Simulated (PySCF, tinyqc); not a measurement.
FCI on RHF in the 6-311g basis, for H2, spin multiplicity 1, step by step. The lowest restricted solution is unstable here: a spin-polarised one lies 0.0036 hartree lower (PySCF). One step of it, computed by the program tinyqc.

Question. FCI: roots. Diagonalise (each vector has its largest component positive (the first on a tie)); all determinants have Ms = 0, so triplets appear too. The lowest singlet root is the correlation energy.

Occupation strings over the orbitals (2 doubly, a alpha, b beta, 0 empty; spin orbitals ordered 1a 1b 2a 2b ...): 200000 a0b000 a0000b b0a000 b0000a 020000 0a0b00 0a00b0 002000 00a00b 0b0a00 000200 000ab0 0b00a0 000ba0 000020 00b00a 000002

H - E(HF) between determinants (hartree):
```
,200000,a0b000,a0000b,b0a000,b0000a,020000,0a0b00,0a00b0,002000,00a00b,0b0a00,000200,000ab0,0b00a0,000ba0,000020,00b00a,000002
200000,0.000000,0.000000,0.000000,0.000000,0.000000,0.104616,-0.077557,-0.027154,0.050894,-0.029091,0.077557,0.077347,0.041506,0.027154,-0.041506,0.057602,0.029091,0.061605
a0b000,0.000000,0.535221,0.041480,-0.050894,0.029091,0.009592,-0.074130,-0.037582,-0.063883,-0.031632,0.028152,0.051053,0.041782,0.023443,-0.024607,0.035884,-0.023245,0.038125
a0000b,0.000000,0.041480,2.574293,0.029091,-0.061605,-0.030820,0.052470,0.149290,-0.031632,0.032804,-0.038018,-0.059386,-0.136973,-0.045131,0.056417,-0.103927,-0.038125,-0.072467
b0a000,0.000000,-0.050894,0.029091,0.535221,0.041480,-0.009592,0.028152,0.023443,0.063883,-0.023245,-0.074130,-0.051053,-0.024607,-0.037582,0.041782,-0.035884,-0.031632,-0.038125
b0000a,0.000000,0.029091,-0.061605,0.041480,2.574293,0.030820,-0.038018,-0.045131,0.031632,-0.038125,0.052470,0.059386,0.056417,0.149290,-0.136973,0.103927,0.032804,0.072467
020000,0.104616,0.009592,-0.030820,-0.009592,0.030820,0.572909,0.108400,0.027110,0.024945,-0.017740,-0.108400,0.071699,0.024000,-0.027110,-0.024000,0.039191,0.017740,0.038142
0a0b00,-0.077557,-0.074130,0.052470,0.028152,-0.038018,0.108400,0.932391,-0.103958,-0.000372,0.027156,-0.071699,0.097274,-0.056340,-0.024000,-0.007021,-0.044231,-0.026201,-0.047976
0a00b0,-0.027154,-0.037582,0.149290,0.023443,-0.045131,0.027110,-0.103958,2.793818,-0.017865,0.040335,-0.024000,-0.056340,0.028056,-0.039191,0.044231,-0.040786,-0.029548,-0.093171
002000,0.050894,-0.063883,-0.031632,0.063883,0.031632,0.024945,-0.000372,-0.017865,1.165296,0.082090,0.000372,0.059956,0.025531,0.017865,-0.025531,0.030177,-0.082090,0.033295
00a00b,-0.029091,-0.031632,0.032804,-0.023245,-0.038125,-0.017740,0.027156,0.040335,0.082090,3.078590,-0.026201,-0.037190,-0.108443,-0.029548,0.043214,-0.090751,-0.033295,-0.007009
0b0a00,0.077557,0.028152,-0.038018,-0.074130,0.052470,-0.108400,-0.071699,-0.024000,0.000372,-0.026201,0.932391,-0.097274,-0.007021,-0.103958,-0.056340,0.044231,0.027156,0.047976
000200,0.077347,0.051053,-0.059386,-0.051053,0.059386,0.071699,0.097274,-0.056340,0.059956,-0.037190,-0.097274,1.306844,-0.085954,0.056340,0.085954,0.069964,0.037190,0.067228
000ab0,0.041506,0.041782,-0.136973,-0.024607,0.056417,0.024000,-0.056340,0.028056,0.025531,-0.108443,-0.007021,-0.085954,3.182374,0.044231,-0.069964,-0.001124,0.043214,0.134625
0b00a0,0.027154,0.023443,-0.045131,-0.037582,0.149290,-0.027110,-0.024000,-0.039191,0.017865,-0.029548,-0.103958,0.056340,0.044231,2.793818,0.028056,0.040786,0.040335,0.093171
000ba0,-0.041506,-0.024607,0.056417,0.041782,-0.136973,-0.024000,-0.007021,0.044231,-0.025531,0.043214,-0.056340,0.085954,-0.069964,0.028056,3.182374,0.001124,-0.108443,-0.134625
000020,0.057602,0.035884,-0.103927,-0.035884,0.103927,0.039191,-0.044231,-0.040786,0.030177,-0.090751,0.044231,0.069964,-0.001124,0.040786,0.001124,5.183501,0.090751,0.317293
00b00a,0.029091,-0.023245,-0.038125,-0.031632,0.032804,0.017740,-0.026201,-0.029548,-0.082090,-0.033295,0.027156,0.037190,0.043214,0.040335,-0.108443,0.090751,3.078590,0.007009
000002,0.061605,0.038125,-0.072467,-0.038125,0.072467,0.038142,-0.047976,-0.093171,0.033295,-0.007009,0.047976,0.067228,0.134625,0.093171,-0.134625,0.317293,0.007009,5.259411
```

Give: lowest roots of this matrix, relative to E(HF); lowest vectors; <S^2> of these roots; weight of the ground state by excitation level 0, 1, 2, ....

Answer.

lowest roots of this matrix, relative to E(HF) (hartree): -0.0459  0.4746  0.5023  0.5769  0.8563  1.0120  1.1577  1.3793

lowest vectors:
```
,root 1,root 2,root 3,root 4
200000,0.9679,0.0000,0.1847,0.1247
a0b000,0.0242,0.7010,-0.5049,0.4443
a0000b,-0.0097,-0.0255,0.0225,0.0034
b0a000,-0.0242,0.7010,0.5049,-0.4443
b0000a,0.0097,-0.0255,-0.0225,-0.0034
020000,-0.1912,0.0000,0.5758,0.7473
0a0b00,0.0996,0.0873,-0.2207,-0.0334
0a00b0,0.0130,0.0104,-0.0274,-0.0010
002000,-0.0312,0.0000,-0.1421,0.0723
00a00b,0.0055,0.0148,0.0146,0.0023
0b0a00,-0.0996,0.0873,0.2207,0.0334
000200,-0.0602,0.0000,0.0616,-0.1487
000ab0,-0.0111,-0.0032,0.0061,-0.0248
0b00a0,-0.0130,0.0104,0.0274,0.0010
000ba0,0.0111,-0.0032,-0.0061,0.0248
000020,-0.0065,0.0000,-0.0022,-0.0127
00b00a,-0.0055,0.0148,-0.0146,-0.0023
000002,-0.0063,0.0000,-0.0038,-0.0117
```

<S^2> of these roots: 0.0000  2.0000  0.0000  0.0000  2.0000  0.0000  0.0000  0.0000

weight of the ground state by excitation level 0, 1, 2, ...: 0.9369  0.0014  0.0617
